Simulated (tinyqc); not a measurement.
Inside a calculation. Method: empirical pseudopotential in a few plane waves. One step of it, computed by the program tinyqc.

Task: Levels at k. Diagonalise the Hermitian matrix.

H(k) at k (eV):
```
,+0+0+0,-1-1-1,-1-1+1,-1+1-1,-1+1+1,+1-1-1,+1-1+1,+1+1-1,+1+1+1,-2+0+0,+0-2+0,+0+0-2,+0+0+2,+0+2+0,+2+0+0
+0+0+0,2.874779,2.289721+0.836999i,-2.289721+0.836999i,-2.289721+0.836999i,-2.289721-0.836999i,-2.289721+0.836999i,-2.289721-0.836999i,-2.289721-0.836999i,2.289721-0.836999i,0.000000+0.312931i,0.000000+0.312931i,0.000000+0.312931i,0.000000-0.312931i,0.000000-0.312931i,0.000000-0.312931i
-1-1-1,2.289721-0.836999i,15.335124,0.000000-0.312931i,0.000000-0.312931i,-0.040817,0.000000-0.312931i,-0.040817,-0.040817,0.000000,-2.289721-0.836999i,-2.289721-0.836999i,-2.289721-0.836999i,-0.355965+0.240517i,-0.355965+0.240517i,-0.355965+0.240517i
-1-1+1,-2.289721-0.836999i,0.000000+0.312931i,5.911334,0.040817,0.000000-0.312931i,0.040817,0.000000-0.312931i,0.000000,-0.040817,-2.289721+0.836999i,-2.289721+0.836999i,0.355965+0.240517i,2.289721-0.836999i,-0.355965-0.240517i,-0.355965-0.240517i
-1+1-1,-2.289721-0.836999i,0.000000+0.312931i,0.040817,19.732892,0.000000-0.312931i,0.040817,0.000000,0.000000-0.312931i,-0.040817,-2.289721+0.836999i,0.355965+0.240517i,-2.289721+0.836999i,-0.355965-0.240517i,2.289721-0.836999i,-0.355965-0.240517i
-1+1+1,-2.289721+0.836999i,-0.040817,0.000000+0.312931i,0.000000+0.312931i,10.309102,0.000000,0.040817,0.040817,0.000000-0.312931i,2.289721+0.836999i,-0.355965+0.240517i,-0.355965+0.240517i,-2.289721-0.836999i,-2.289721-0.836999i,0.355965-0.240517i
+1-1-1,-2.289721-0.836999i,0.000000+0.312931i,0.040817,0.040817,0.000000,26.853089,0.000000-0.312931i,0.000000-0.312931i,-0.040817,0.355965+0.240517i,-2.289721+0.836999i,-2.289721+0.836999i,-0.355965-0.240517i,-0.355965-0.240517i,2.289721-0.836999i
+1-1+1,-2.289721+0.836999i,-0.040817,0.000000+0.312931i,0.000000,0.040817,0.000000+0.312931i,17.429299,0.040817,0.000000-0.312931i,-0.355965+0.240517i,2.289721+0.836999i,-0.355965+0.240517i,-2.289721-0.836999i,0.355965-0.240517i,-2.289721-0.836999i
+1+1-1,-2.289721+0.836999i,-0.040817,0.000000,0.000000+0.312931i,0.040817,0.000000+0.312931i,0.040817,31.250857,0.000000-0.312931i,-0.355965+0.240517i,-0.355965+0.240517i,2.289721+0.836999i,0.355965-0.240517i,-2.289721-0.836999i,-2.289721-0.836999i
+1+1+1,2.289721+0.836999i,0.000000,-0.040817,-0.040817,0.000000+0.312931i,-0.040817,0.000000+0.312931i,0.000000+0.312931i,21.827068,-0.355965-0.240517i,-0.355965-0.240517i,-0.355965-0.240517i,-2.289721+0.836999i,-2.289721+0.836999i,-2.289721+0.836999i
-2+0+0,0.000000-0.312931i,-2.289721+0.836999i,-2.289721-0.836999i,-2.289721-0.836999i,2.289721-0.836999i,0.355965-0.240517i,-0.355965-0.240517i,-0.355965-0.240517i,-0.355965+0.240517i,12.298569,0.040817,0.040817,-0.040817,-0.040817,0.000000
+0-2+0,0.000000-0.312931i,-2.289721+0.836999i,-2.289721-0.836999i,0.355965-0.240517i,-0.355965-0.240517i,-2.289721-0.836999i,2.289721-0.836999i,-0.355965-0.240517i,-0.355965+0.240517i,0.040817,19.418766,0.040817,-0.040817,0.000000,-0.040817
+0+0-2,0.000000-0.312931i,-2.289721+0.836999i,0.355965-0.240517i,-2.289721-0.836999i,-0.355965-0.240517i,-2.289721-0.836999i,-0.355965-0.240517i,2.289721-0.836999i,-0.355965+0.240517i,0.040817,0.040817,33.240324,0.000000,-0.040817,-0.040817
+0+0+2,0.000000+0.312931i,-0.355965-0.240517i,2.289721+0.836999i,-0.355965+0.240517i,-2.289721+0.836999i,-0.355965+0.240517i,-2.289721+0.836999i,0.355965+0.240517i,-2.289721-0.836999i,-0.040817,-0.040817,0.000000,14.392745,0.040817,0.040817
+0+2+0,0.000000+0.312931i,-0.355965-0.240517i,-0.355965+0.240517i,2.289721+0.836999i,-2.289721+0.836999i,-0.355965+0.240517i,0.355965+0.240517i,-2.289721+0.836999i,-2.289721-0.836999i,-0.040817,0.000000,-0.040817,0.040817,28.214303,0.040817
+2+0+0,0.000000+0.312931i,-0.355965-0.240517i,-0.355965+0.240517i,-0.355965+0.240517i,0.355965+0.240517i,2.289721+0.836999i,-2.289721+0.836999i,-2.289721+0.836999i,-2.289721-0.836999i,0.000000,-0.040817,-0.040817,0.040817,0.040817,35.334500
```

Give: eigenvalues.

Result:

eigenvalues (eV): -1.142  4.936  9.058  10.787  13.996  16.069  17.604  19.572  21.637  22.090  26.080  28.645  31.846  34.997  38.246
